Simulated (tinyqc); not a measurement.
Strain and the order of the valence edges: six-band k.p model of the valence band of a wurtzite crystal.

At k = 0: E1 = D1c + D2c + Te + Le (pure HH); E2, E3 = Le + u +/- sqrt(u^2 + 2 D3c^2), u = (D1c - D2c + Te)/2, D1c = Dcr, D2c = D3c = Dso/3. The weight of LH in state 2 is fL = (E2 - Le)^2/((E2 - Le)^2 + 2 D3c^2). Relative strengths of transitions to the conduction band: for E perpendicular to c (TE) 1/2, fL/2, (1 - fL)/2; for E along c (TM) 0, 1 - fL, fL, with one momentum element for both directions.

Strain of a c-plane layer: exx = eyy = e_par, ezz = -2 (C13/C33) e_par; Le = D1 ezz + D2 (exx + eyy), Te = D3 ezz + D4 (exx + eyy).

Conduction edge: Ec = (top of the unstrained valence band) + Eg + (a1 + D1) ezz + (a2 + D2)(exx + eyy).
Constants: kB = 8.617333262e-05 eV/K.

Values chosen for the exercise (near those of GaN; shifted at random, so the results belong to these values and not to a real crystal): Dcr = 0.0163 eV (crystal-field splitting); Dso = 0.0168 eV (spin-orbit splitting); Eg = 3.483 eV (direct gap at Gamma from the top of the unstrained valence band); a1 = -4.98 eV (gap potential along c); a2 = -11.83 eV (gap potential in the plane); D1 = -3.53 eV; D2 = 4.36 eV; D3 = 8.13 eV; D4 = -4.13 eV; C13 = 105 GPa; C33 = 384 GPa; T = 300 K (temperature).

Edges from the unstrained top. Degree of polarisation (TE - TM)/(TE + TM), each state weighted by exp(E/kT) alone (equal densities of states).

Results:

| e_par (%) | E1 (meV) | E2 (meV) | E3 (meV) | fL | lowest transition (eV) | polarisation |
|---|---|---|---|---|---|---|
| -2.00 | 41.1 | 30.1 | -235.1 | 0.999 | 3.6476 | 0.999 |
| -1.50 | 30.8 | 19.9 | -182.0 | 0.998 | 3.6065 | 0.997 |
| -1.00 | 20.6 | 9.8 | -128.9 | 0.997 | 3.5653 | 0.987 |
| -0.50 | 10.3 | -0.1 | -76.0 | 0.989 | 3.5242 | 0.903 |
| 0.00 | 0.0 | -7.0 | -26.1 | 0.780 | 3.4830 | 0.299 |
| 1.00 | -20.6 | 85.1 | -32.3 | 0.005 | 3.2950 | -0.968 |
| 1.50 | -30.8 | 138.2 | -42.4 | 0.002 | 3.1905 | -0.996 |
| 2.00 | -41.1 | 191.4 | -52.6 | 0.001 | 3.0859 | -0.999 |

Give the missing row, e_par (%) = 0.50.

Computed row:
```
e_par (%)  E1 (meV)  E2 (meV)  E3 (meV)     fL  lowest transition (eV)  polarisation
0.50          -10.3      32.5     -22.6  0.021                  3.3991        -0.714
```

E1 = E2 requires Dcr + Te = 0, which here falls at e_par = 0.13 %, inside the sweep: state 1 is on top for smaller e_par and state 2 beyond. The polarisation goes from +1.00 to -1.00 and changes sign between 0.00 and 0.50 %; the lowest transition moves by -140 meV per 1 % on average.

Program tinyqc; command `OMP_NUM_THREADS=1 python tinyqc.py 1050353 1050354 out.jsonl`; about 0.01 s on one thread of a shared Intel(R) Xeon(R) Processor @ 2.30GHz.
